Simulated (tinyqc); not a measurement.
Inside a calculation. Method: tight binding, kagome lattice. Computed by tinyqc, a small Python program that keeps every step. Settings: t1 = 1.21, t2 = 1.21, delta = 0.32, bands filled = 1. Command: `OMP_NUM_THREADS=1 python tinyqc.py 28267 28268 out.jsonl` (the two numbers bound the seeds that draw the settings). One thread of a shared host (Intel(R) Xeon(R) Processor @ 2.60GHz), about 0.01 s of CPU time with the checks.

## Bloch Hamiltonian at k

Parameters chosen for this model:
```
parameter     value                unit
t1         1.210000    eV, up triangles
t2         1.210000  eV, down triangles
delta      0.320000        eV on site C
```

k point k (fractions of the reciprocal vectors): [-0.090000, -0.270000]

H_AB = -t1 - t2 exp(-i k.a1), H_AC = -t1 - t2 exp(-i k.a2), H_BC = -t1 - t2 exp(i k.(a1 - a2)), H_CC = delta.

H(k) at k (eV), order A, B, C:
$$\begin{pmatrix}
0.000000 & -2.231637-0.648350i & -1.058347-1.200459i \\
-2.231637+0.648350i & 0.000000 & -1.725193-1.094841i \\
-1.058347+1.200459i & -1.725193+1.094841i & 0.320000
\end{pmatrix}$$

## Levels at k

Diagonalise the Hermitian matrix.

eigenvalues (eV): [-3.902044, 1.766725, 2.455319]

weights |c|^2 of the basis functions, order A, B, C:
$$\begin{pmatrix}
0.341292 & 0.414759 & 0.243949 \\
0.386071 & 0.001341 & 0.612588 \\
0.272636 & 0.583900 & 0.143463
\end{pmatrix}$$

## Bloch Hamiltonian at K

k point K (fractions of the reciprocal vectors): [0.333333, 0.666667]

As before.

H(k) at K (eV), order A, B, C:
$$\begin{pmatrix}
0.000000 & -0.605000+1.047891i & -0.605000-1.047891i \\
-0.605000-1.047891i & 0.000000 & -0.605000+1.047891i \\
-0.605000+1.047891i & -0.605000-1.047891i & 0.320000
\end{pmatrix}$$

## Levels at K

As before.

eigenvalues (eV): [-1.210000, -1.003113, 2.533113]

weights |c|^2 of the basis functions, order A, B, C:
$$\begin{pmatrix}
0.500000 & 0.187080 & 0.312920 \\
0.500000 & 0.187080 & 0.312920 \\
0.000000 & 0.625840 & 0.374160
\end{pmatrix}$$

## Bands along a path

The same steps at evenly spaced points between the labelled ones.

Bands along the path (eV):
```
k             band 1     band 2    band 3
G          -4.736421   2.420000  2.636421
G-K 0.20   -4.528919   2.316396  2.532523
G-K 0.40   -3.942921   1.768170  2.494751
G-K 0.60   -3.081792   0.904157  2.497635
G-K 0.80   -2.098658  -0.092503  2.511162
K          -1.210000  -1.003113  2.533113
K-M 0.20   -1.472520  -0.754069  2.546588
K-M 0.40   -1.805569  -0.434942  2.560511
K-M 0.60   -2.056902  -0.196187  2.573089
K-M 0.80   -2.212585  -0.049442  2.582027
M          -2.265283          0  2.585283
M-K' 0.20  -2.212585  -0.049442  2.582027
M-K' 0.40  -2.056902  -0.196187  2.573089
M-K' 0.60  -1.805569  -0.434942  2.560511
M-K' 0.80  -1.472520  -0.754069  2.546588
K'         -1.210000  -1.003113  2.533113
```

With 1 band(s) filled, the highest filled level on these points lies at K' and the lowest empty one at K': a gap of 0.2069 eV, direct.
